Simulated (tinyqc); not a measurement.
Worked calculation: size effects in the resistivity of thin metal films and interconnect lines. Computed by tinyqc, a small Python program that keeps every step. Command: `OMP_NUM_THREADS=1 python tinyqc.py 3009848 3009849 out.jsonl size walk`. One thread of a shared host (Intel(R) Xeon(R) Processor @ 2.30GHz), about 0.01 s of CPU time with the checks. Intermediate numbers are printed to about 6 digits and carried at full precision; extremes and crossings named in words are read from the listed rows.

Electrons lose their drift at surfaces (a share 1 - p of the hits) and at grain boundaries (reflection R), besides bulk scattering. The line sits in a trench with a non-conducting liner on both walls and the bottom; the spacing equals the drawn width.

Inputs (values chosen for the exercise, modelled on gold):
```
quantity                                   value         unit
bulk resistivity rho_b                      2.25  microohm cm
bulk mean free path lambda                  36.6           nm
specularity p                                  0            -
grain-boundary reflection R                 0.64            -
drawn line width w                            61           nm
grain size over metal width                 0.73            -
aspect ratio (height over width)               2            -
liner thickness t                            2.5           nm
line length                                  210   micrometre
permittivity of the dielectric k             2.3            -
competitor: rho_b relative to this metal     4.1            -
competitor: lambda relative to this metal   0.24            -
competitor: liner relative to t             0.36            -
```

Geometry: line.

Constants: eps_0 = 8.8541878128e-12 F/m.

## Metal cross-section

Metal width w_m = w - 2t, height h_m = (aspect ratio) w - t, grain size D = (ratio) w_m.

metal width w_m = 56 nm

metal height h_m = 119.5 nm

grain size D = 40.88 nm

share of the trench filled by metal = 89.9221 %

## Grain boundaries

Mayadas-Shatzkes: alpha = (lambda/D) R/(1 - R); rho_b/rho = 1 - 3 alpha/2 + 3 alpha^2 - 3 alpha^3 ln(1 + 1/alpha).

alpha = 1.59165

rho/rho_b from grains = 3.17271

The linear estimate 1 + 3 alpha/2 gives 3.387, 7 % high; at large alpha the slope is 4/3.

## Surfaces

Fuchs-Sondheimer film: rho_b/rho = 1 - (3/(2 kappa))(1 - p) int_0^1 (s - s^3)(1 - exp(-kappa/s))/(1 - p exp(-kappa/s)) ds, f = rho/rho_b, kappa = thickness/lambda, 80 Gauss-Legendre points. Line: the excess of a film of thickness w_m and of a film of thickness h_m are added, rho/rho_b = 1 + (f(w_m) - 1) + (f(h_m) - 1), an estimate that holds best when both sides exceed lambda.

kappa = w_m/lambda = 1.53005

f(w_m) = 1.29537

f(h_m) = 1.12884

rho/rho_b from surfaces = 1.42420

## Resistance and delay

Total: rho = rho_b [1 + surface excess + grain excess]; resistance per length rho/(w_m h_m); capacitance per length C = 2 k eps_0 (aspect ratio + 1/2), a parallel-plate estimate for two neighbours plus a fixed term for the planes above and below; delay 0.38 R C L^2; effective resistivity per drawn area.

resistivity rho = 8.09305 microohm cm

resistance per length = 12.0936 ohm/micrometre

capacitance per length = 0.101823 fF/micrometre

RC delay = 20.6360 ps

effective resistivity per drawn area = 9.00007 microohm cm

Of the factor 4.00 over bulk, scattering gives 3.60 and the liner 1.11; within scattering, grain boundaries outweigh surfaces (2.17 against 0.42, grains first).

## A short-path metal as competitor

w_m = w - 2t, h_m = (aspect ratio) w - t, D = (ratio) w_m; rho = rho_b [1 + surface excess + grain excess]. Effective resistivity rho (aspect ratio) w^2/(w_m h_m) for the metal with its liner, for the same metal without liner, and for a competitor with its own rho_b, lambda and liner, and for that competitor with the liner t; p, R, aspect and grain ratios are the same.

Effective resistivity (microohm cm):
```
w (nm)  this metal  without liner  competitor  competitor, liner t
200          4.072         3.9050      11.030               11.284
100          6.080         5.5386      12.866               13.522
50          10.841         8.8174      16.720               18.722
30          19.094        13.1811      22.339               27.650
20          33.723        18.5973      30.263               43.416
14          64.113        25.4983      42.156               75.970
10         147.578        34.6111      61.628              164.370
7          653.303        48.1413     101.228              689.646
```

The competitor wins below a width between 30.0 and 20.0 nm. In narrow lines rho scales as rho_b lambda/w, and the product rho_b lambda of the competitor is 0.98 times this metal's. At the narrowest width the liner costs this metal a factor 13.57. With the same liner the competitor wins nowhere in the table; at the narrowest width the thinner liner lowers it from 690 to 101. Rows with w - 2t below lambda stretch the additive estimate. Metal widths below about 5 nm are outside this semiclassical model.

Checks made by the program: grain-boundary formula against its angular integral 3 int_0^1 c^3/(c + alpha) dc (relative difference below 1e-10).
